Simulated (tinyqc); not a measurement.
# Capacitance measurement on a leaky thin oxide: effects of series resistance and leakage: two studies

The device is a capacitance C in parallel with a leakage conductance G, in series with Rs and Ls. An impedance meter reports either a parallel pair (Cp, Gp) from Y = 1/Z = Gp + i w Cp or a series pair (Cs, Rm) from Z = Rm + 1/(i w Cs); w = 2 pi f, dissipation D = Gp/(w |Cp|).

Inputs (values chosen for the exercise); values of the order met in thin-oxide MOS capacitors: relative permittivity of the gate insulator (close to silicon dioxide) eox = 3.9; insulator thickness tox = 1.2 nm; gate area A = 2500 um^2; oxide-equivalent thickness added by the accumulation layer zc = 0.58 nm; oxide-equivalent thickness added by gate depletion zp = 0 nm; gate leakage current density, not matched to the thickness Jg = 0.00021 A/cm^2; voltage for an e-fold rise of the leakage Vs = 0.18 V; series resistance Rs = 190 ohm; series inductance Ls = 0 nH; measuring frequency f = 2e5 Hz.

Constants: eps0 = 8.8541878128e-14 F/cm where lengths are in cm. Results are converted to the units shown.

Each table varies one quantity; the others keep the values above.

## Readings against frequency

EOT = 3.9 tox/eox; CET = EOT + zc + zp; C = 3.9 eps0 A/CET; G = Jg A/Vs. Z = Rs + i w Ls + 1/(G + i w C); CET read from Cp = 3.9 eps0 A/Cp; errors under 0.001 % are printed as 0.

The same in every row: C (pF) = 48.499.

Result of one run:
```
f (Hz)  Cp (pF)  Cs (pF)         D  error of Cp (%)  error of Cs (%)  CET read from Cp (nm)
10000    48.499   48.504  0.010150         -1.14e-3          9.16e-3                 1.7800
```

What becomes of these results when the measuring frequency f is changed from 10000 to 3000 Hz, all else the same?

Result of the changed run:
```
f (Hz)  Cp (pF)  Cs (pF)         D  error of Cp (%)  error of Cs (%)  CET read from Cp (nm)
3000     48.499   48.548  0.032078         -1.11e-3            0.102                 1.7800
```

The whole series:
```
f (Hz)  Cp (pF)  Cs (pF)          D  error of Cp (%)  error of Cs (%)  CET read from Cp (nm)
1000     48.499   48.943   0.095772         -1.11e-3            0.916                 1.7800
3000     48.499   48.548   0.032078         -1.11e-3            0.102                 1.7800
10000    48.499   48.504   0.010150         -1.14e-3          9.16e-3                 1.7800
30000    48.498   48.500  0.0049274         -1.41e-3          1.02e-3                 1.7800
1e5      48.497   48.499  0.0067470         -4.46e-3                0                 1.7801
3e5      48.484   48.499   0.017689          -0.0313                0                 1.7806
1e6      48.336   48.499   0.057994           -0.335                0                 1.7860
3e6      47.078   48.499    0.17373            -2.93                0                 1.8337
1e7      36.323   48.499    0.57899            -25.1                0                 2.3767
3e7      12.073   48.499     1.7370            -75.1                0                 7.1503
```

D goes from 0.0958 through a minimum of 0.00493 (at f = 30000 Hz among the rows listed) to 1.74; without inductance its minimum lies at f = sqrt(G (1 + G Rs)/Rs)/(2 pi C) = 40700 Hz. The error of Cp goes from -0.00111 to -75.1 % and that of Cs from 0.916 to 0 %; at low frequency Cp tends to C/(1 + G Rs)^2 and Cs grows as 1 + (G/(w C))^2. One of the two readings is within 2 % of C for f = 1000, 3000, 10000, 30000, 1e5, 3e5, 1e6, 3e6, 1e7, 3e7 Hz. For f = 3e7 D exceeds 1, where the accuracy of real meters degrades in proportion to sqrt(1 + D^2).

## Effect of the series resistance

Same model as above.

The same in every row: C (pF) = 48.499; Cs (pF) = 48.499.

Result of one run:
```
Rs (ohm)  Cp (pF)        D  error of Cp (%)  error of Cs (%)  CET read from Cp (nm)
3000       46.922  0.18332            -3.25                0                 1.8398
```

What becomes of these results when the series resistance Rs is changed from 3000 to 1 ohm, all else the same?

Result of the changed run:
```
Rs (ohm)  Cp (pF)          D  error of Cp (%)  error of Cs (%)  CET read from Cp (nm)
1          48.499  5.3951e-4                0                0                 1.7800
```

The whole series:
```
Rs (ohm)  Cp (pF)          D  error of Cp (%)  error of Cs (%)  CET read from Cp (nm)
1          48.499  5.3951e-4                0                0                 1.7800
3          48.499  6.6141e-4                0                0                 1.7800
10         48.499  0.0010880                0                0                 1.7800
30         48.499  0.0023069                0                0                 1.7800
100        48.497  0.0065731         -4.30e-3                0                 1.7801
300        48.482   0.018762          -0.0352                0                 1.7806
1000       48.317   0.061424           -0.376                0                 1.7867
3000       46.922    0.18332            -3.25                0                 1.8398
```

As Rs goes from 1 to 3000, the error of Cp goes from 0 to -3.25 %, that of Cs from 0 to 0 %, and D rises from 5.40e-4 to 0.183. The CET read from Cp goes from 1.78 to 1.84 nm against the true 1.78 nm. Rs does not enter the imaginary part of Z, so Cs does not depend on it.

Computed by the program tinyqc: `OMP_NUM_THREADS=1 python tinyqc.py 2022058 2022059 out.jsonl`, one thread of a shared Intel Xeon 2.30GHz, about 0.01 s for the whole run.
